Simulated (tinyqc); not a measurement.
Lossy on-chip transmission line with skin effect: two steps of the calculation.

A uniform line in a homogeneous dielectric: c = sqrt(er)/(c0 Z0), l = Z0 sqrt(er)/c0 (c0 = 299792458 m/s), g = w c td, w = 2 pi f. The resistance joins its limits as r = sqrt(r_dc^2 + r_hf^2), with r_dc = rho/(wd th), r_hf = kr rho/(2 delta (wd + th)), delta = sqrt(rho/(pi f mu0)), mu0 = 4 pi 1e-7 H/m; this is an interpolation, and internal inductance, up to 0.05 nH/mm at low frequency, is neglected.

Inputs (values chosen for the exercise): length len = 0.59 mm; source resistance Rg = 50 ohm; load resistance RL = 1000 ohm; load capacitance CL = 300 fF; frequency f = 4.6 GHz.

Question 1. Propagation constant and impedance. gamma = sqrt((r + i w l)(g + i w c)) = alpha + i beta, Zc = sqrt((r + i w l)/(g + i w c)), roots with positive real part; loss 8.685889638 alpha in dB; phase velocity w/beta.

r = 34.589092 ohm/mm
l = 0.32936815 nH/mm
c = 131.74726 pF/m
g = 0.0076156906 S/m

Wanted: gamma len; Zc; loss; phase velocity over c0; r/(w l).

Answer 1.

gamma len = 0.1323+0.1733i
Zc = 77.26-58.75i ohm
loss = 1.948 dB/mm
phase velocity over c0 = 0.3282
r/(w l) = 3.633

r exceeds w l, so the line behaves mainly as an RC line at this frequency.

Question 2. Reflection, input impedance and transfer. ZL = 1/(1/RL + i w CL); reflection (ZL - Zc)/(ZL + Zc); Zin = Zc (ZL + Zc tanh(gamma len))/(Zc + ZL tanh(gamma len)); H = V_load/V_source = [Zin/(Zin + Rg)]/[cosh(gamma len) + (Zc/ZL) sinh(gamma len)].

gamma len = 0.13233741+0.17332007i
Zc = 77.264233-58.750358i ohm

Wanted: ZL; reflection at the load; Zin; H; |H|.

Answer 2.

ZL = 13.1-113.8i ohm
reflection at the load = 0.0976-0.4228i
Zin = 25.07-86.80i ohm
H = 0.6401-0.4779i
|H| = -1.951 dB

Computed by the program tinyqc: `OMP_NUM_THREADS=1 python tinyqc.py 2810215 2810216 out.jsonl`, one thread of a shared Intel Xeon 2.30GHz, about 0.01 s for the whole run.
